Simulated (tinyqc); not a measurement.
Two-valley model of the transferred-electron effect. From electron temperature T_e back to electric field F. Computed by tinyqc, a small Python program. Command: `OMP_NUM_THREADS=1 python tinyqc.py 3017646 3017647 out.jsonl gunn inv`. One thread of a shared host (Intel(R) Xeon(R) Processor @ 2.30GHz), about 0.03 s of CPU time with the checks.

Both kinds of valley share one electron temperature T_e, and each has a constant mobility.

Inputs (values chosen for the exercise, modelled on CdTe):

| quantity | value | unit |
|---|---|---|
| central-valley mass m1 | 0.093 | m_0 |
| satellite-valley mass m2 | 0.28 | m_0 |
| satellite valleys Z | 4 | - |
| valley separation dE | 0.47 | eV |
| central-valley mobility mu1 | 1200 | cm^2/(V s) |
| satellite-valley mobility mu2 | 73 | cm^2/(V s) |
| energy relaxation time tau_E | 0.72 | ps |
| lattice temperature T | 300 | K |
| mixing | 0.1 | - |
| iteration cap | 600 | - |

Solver: damped fixed point.

Constants: k_B = 8.617333262e-05 eV/K.

Method. Density-of-states ratio R = Z (m2/m1)^(3/2); n2/n1 = R exp(-dE/(k_B T_e)); mean mobility mu = (mu1 + mu2 n2/n1)/(1 + n2/n1); energy balance e mu F^2 = (3/2) k_B (T_e - T)/tau_E; v = mu F. Fixed point from T_e = T: T_out = T + (2/3) e mu(T_e) F^2 tau_E/k_B, T_new = T_e + mixing (T_out - T_e); stop when |T_out - T_e| is below 1e-6 K.

Problem. A run gave the result below. Find the electric field F, known to lie between 3 and 9 kV/cm.

electron temperature T_e = 510.3466 K

Solution.

Each step takes the trial c = (a f_b - b f_a)/(f_b - f_a), f being the result less the target and a, b, c the logarithms of the listed values; c replaces end b, the old b replaces a if the sign of f changed, and otherwise f_a is halved.

Scan of the range:

| electric field F (kV/cm) | electron temperature T_e (K) |
|---|---|
| 3.00 | 360.158 |
| 3.60 | 386.626 |
| 4.33 | 425.315 |
| 5.20 | 480.699 |
| 6.24 | 559.966 |
| 7.49 | 672.780 |
| 9.00 | 827.268 |

False position (Illinois rule, in the logarithm of the input) inside the bracket:

| step | end a | end b | trial | electron temperature T_e (K) |
|---|---|---|---|---|
| 1 | 5.20000 | 6.24000 | 5.56697 | 507.064 |
| 2 | 6.24000 | 5.56697 | 5.60653 | 510.012 |
| 3 | 6.24000 | 5.60653 | 5.61452 | 510.610 |
| 4 | 5.60653 | 5.61452 | 5.61100 | 510.346 |
| 5 | 5.61452 | 5.61100 | 5.61100 | 510.347 |

Electron temperature T_e rises at every point of a 13-point scan of the range (every second point is shown), so one value fits; it is bracketed by 5.20 and 6.24. Answer: electric field F = 5.611 kV/cm.
